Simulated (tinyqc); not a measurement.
# Floating body of a partially depleted SOI transistor: body voltage and kink: effects of single changes

Source at 0 V. Channel current Ic = 2 nf K Vt^2 [F(0) - F(Vd)](1 + la Vd), F(V) = ln^2(1 + exp((Vg - VT - nf V)/(2 nf Vt))), VT = VT0 - gb Vb. Saturation voltage Vs = 2 Vt sqrt(F(0)) + 3 Vt, excess Ve = (Vd - Vs + sqrt((Vd - Vs)^2 + 0.0004 V^2))/2, multiplication M1 = Ai Ve exp(-Bl/Ve). Each junction passes D(v) = J1 (exp(v/Vt) - 1) + J2 (exp(v/(2 Vt)) - 1). Bipolar current Ib = bb J1 (exp(Vb/Vt) - 1). The body settles where M1 (Ic + Ib) = D(Vb) + D(Vb - Vd) + Vb/Rb; drain current Id = (1 + M1)(Ic + Ib) - D(Vb - Vd).

Values chosen for this exercise; values of the order met in partially depleted silicon-on-insulator transistors: temperature T = 398 K; threshold at zero body voltage VT0 = 0.4 V; fall of the threshold per volt of body voltage gb = 0.19; slope factor nf = 1.42; gain factor per width K = 260 uA/(V^2 um); channel-length modulation factor la = 0.04 1/V; impact-ionisation prefactor Ai = 1.99 1/V; impact-ionisation voltage Bl = 6.8 V; diffusion saturation current of each junction J1 = 1.7e-8 uA/um; recombination saturation current of each junction J2 = 1.3e-7 uA/um; gain of the lateral bipolar transistor on the diffusion current bb = 1; resistance of a weak body tie to the source (1e9 stands for no tie, and the term is then dropped) Rb = 1e5 kohm um; gate voltage Vg = 0.76 V; drain voltage Vd = 2 V.

Constants: q = 1.602176634e-19 C, kB = 1.380649e-23 J/K, Vt = kB T/q. Results are converted to the units shown.

Each table varies one quantity; the others keep the values above.

## Output curve and kink

Rows with more than one solution for Vb (latch) are left out; dId/dVd by a forward difference over 1e-4 V, swing = 1e-4 V over the change of log10 Id; M1 under 1e-12 is printed as 0.

Output curve and kink:
```
Vd (V)	Vb (V)	M1	Id, floating (uA/um)	Id, grounded (uA/um)	ratio	dId/dVd, floating (uS/um)	dId/dVd, grounded (uS/um)
1	0.03814	2.934e-5	13.00	12.50	1.039	9.196	0.4882
1.2	0.3874	2.911e-4	18.14	12.61	1.439	19.31	0.5519
1.4	0.4953	0.001842	20.09	12.73	1.577	6.639	0.7610
1.6	0.5465	0.006964	21.32	12.92	1.650	6.114	1.177
1.8	0.5828	0.01865	22.64	13.22	1.713	7.323	1.806
2	0.6110	0.03990	24.34	13.66	1.782	9.886	2.618
2.2	0.6340	0.07318	26.69	14.28	1.870	13.91	3.570
```

Vb rises from 0.0381 to 0.634 V and the ratio of the currents rises from 1.04 to 1.87. The output conductance with a floating body exceeds the grounded value by the largest factor among the rows, 35.0, at Vd = 1.2 V, where Vb = 0.387 V and M1 = 2.91e-4.

## Transfer curve and swing

Same model as above.

Transfer curve and swing:
```
Vg (V)	Vb (V)	M1	Id, floating (uA/um)	Id, grounded (uA/um)	ratio	swing, floating (mV/decade)	swing, grounded (mV/decade)
-0.05	9.615e-4	0.1046	1.001e-4	9.976e-5	1.004	112.5	112.9
0.05	0.007427	0.1043	7.851e-4	7.629e-4	1.029	110.5	113.7
0.15	0.06862	0.1033	0.007329	0.005667	1.293	87.15	116.4
0.25	0.4649	0.09755	0.2011	0.03898	5.160	116.0	123.6
0.35	0.5279	0.08854	1.079	0.2264	4.765	163.4	141.0
0.45	0.5652	0.07638	3.523	0.9855	3.575	234.6	177.4
0.55	0.5880	0.06349	8.066	3.039	2.654	330.4	239.0
0.65	0.6020	0.05147	14.73	6.966	2.114	441.8	324.1
0.75	0.6104	0.04087	23.37	12.95	1.805	561.2	425.5
```

Vb rises from 9.61e-4 to 0.610 V. The smallest swing among the rows is 87.2 mV a decade with a floating body (at Vg = 0.15 V) and 113 with a grounded one; Vt ln 10 = 79.0. The floating swing is smaller by more than 3 % for Vg = 0.15, 0.25 V, where the rising Vb lowers the threshold as Vg rises. In the first row the floating body raises the current by a factor of 1.00.

Range of the model: The multiplication law is an empirical form chosen for the exercise; self-heating and capacitive coupling to the body are left out, and the linear laws are rough once Vb passes about 0.7 V or M1 about 0.1.

Computed by the program tinyqc: `OMP_NUM_THREADS=1 python tinyqc.py 2182228 2182229 out.jsonl`, one thread of a shared Intel Xeon 2.30GHz, about 0.2 s for the whole run.
